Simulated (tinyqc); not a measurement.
Free-carrier optics of a doped semiconductor (Drude model with one polar phonon): one step. Dielectric function at one energy. Three cases, with inputs chosen for the exercise.

Problem. Insert the numbers.

eps(E) = ei [1 - Ep^2/(E^2 + i E Gam)] + (es - ei) wT^2/(wT^2 - E^2 - i E gT), with Ep^2 = 8 pi c (e^2/(4 pi eps0)) N/(m ei), c = hbar^2/2m0, N in 1/angstrom^3 (1e-24 per 1/cm^3); Gam = hbar/tau, tau = mu m m0/e with m0/e = 5.685630e-12 kg/C and mu in m^2/(V s). Energies in meV.

Case 1.

Values chosen (mass and dielectric values near those of InAs; N and mu are free inputs; interband absorption and the rise of the mass with filling are left out; shifted at random, so the results belong to these values and not to a real crystal):
- E = 29.8 meV (photon energy)
- ei = 12 (high-frequency dielectric constant)
- wT = 26.6 meV (TO phonon)
- es = 14.75 (static dielectric constant)
- gT = 0.8 meV (phonon damping)

Ep = 27.7802 meV
Gam = 2.8798 meV

Case 2.

Values chosen (mass and dielectric values near those of InAs; N and mu are free inputs; interband absorption and the rise of the mass with filling are left out; shifted at random, so the results belong to these values and not to a real crystal):
- E = 18 meV (photon energy)
- ei = 12.44 (high-frequency dielectric constant)
- wT = 26.5 meV (TO phonon)
- es = 15.08 (static dielectric constant)
- gT = 0.3 meV (phonon damping)

Ep = 29.1435 meV
Gam = 4.0323 meV

Case 3.

Values chosen (mass and dielectric values near those of InP; N and mu are free inputs; interband absorption and the rise of the mass with filling are left out; shifted at random, so the results belong to these values and not to a real crystal):
- E = 160.3 meV (photon energy)
- ei = 9.57 (high-frequency dielectric constant)
- wT = 38.1 meV (TO phonon)
- es = 12.63 (static dielectric constant)
- gT = 0.8 meV (phonon damping)

Ep = 81.1259 meV
Gam = 7.1462 meV

Give: free-carrier term; eps.

Solution.

Case 1.

free-carrier term = -10.3320+0.9985i
eps = -8.9283+2.3981i

Case 2.

free-carrier term = -31.0523+6.9563i
eps = -13.7119+7.0262i

Case 3.

free-carrier term = -2.4463+0.1091i
eps = 6.9405+0.1100i

Computed by tinyqc, one run a case: `OMP_NUM_THREADS=1 python tinyqc.py N N+1 out.jsonl` with N = 1652060, 1652234, 1652658; one thread of a shared Intel(R) Xeon(R) Processor @ 2.30GHz, about 0.01 s a run at most.
